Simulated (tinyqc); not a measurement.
Thermionic-field emission through a Schottky barrier, WKB: one step of the calculation.

Metal on an n-type semiconductor with one parabolic valley; V > 0 is forward bias (metal positive). Energies E are counted from the conduction edge of the neutral semiconductor, whose Fermi level lies at -xi; that of the metal lies at -xi - V. The barrier is a parabola of height Vd = phi - xi - V (depletion approximation, no image force).

Problem. Fermi level, barrier and E00. Nc = 2 (2 pi me m0 kB T/h^2)^1.5 (times 1e-6 for cm^-3); Nd = Nc F12(-xi/Vt), F12(x) = (2/sqrt(pi)) int_0^infinity sqrt(u)/(1 + exp(u - x)) du; E00 = (hbar/2) sqrt(Nd/(me m0 eps0 eps_r)) in SI units (volts). W = sqrt(2 eps0 eps_r Vd/(q Nd)).

Values chosen for this exercise; band and dielectric values those of a made-up semiconductor: temperature T = 350 K; electron mass me = 0.0527 m0; relative permittivity eps_r = 14.7; barrier height seen from the metal phi = 0.71 eV; donor density Nd = 9.8e17 cm^-3; bias V = 0.31 V.

Constants: q = 1.602176634e-19 C, kB = 1.380649e-23 J/K, hbar = 1.054571817e-34 J s, h = 6.62607015e-34 J s, m0 = 9.1093837015e-31 kg, Vt = kB T/q, eps0 = 8.8541878128e-14 F/cm where lengths are in cm. Results are converted to the units shown.

Give: Nc; xi; Vd; W; E00; E00/Vt.

Solution.

Nc = 3.8257e17 cm^-3
xi = -0.054776 eV
Vd = 0.45478 V
W = 27.459 nm
E00 = 20.882 meV
E00/Vt = 0.69237

By a common rule of thumb, E00/Vt below 0.5 marks thermionic emission, 0.5 to 5 thermionic-field emission and above 5 field emission. By that rule alone: thermionic-field emission; with a high barrier, tunnelling near its top can carry most of the current even below 0.5.

Range of the model: The depletion approximation, a parabolic band and the neglect of image-force lowering make these currents estimates at high doping.

tinyqc, about 0.01 s, one thread, Intel Xeon 2.30GHz (shared host): `OMP_NUM_THREADS=1 python tinyqc.py 2640071 2640072 out.jsonl`
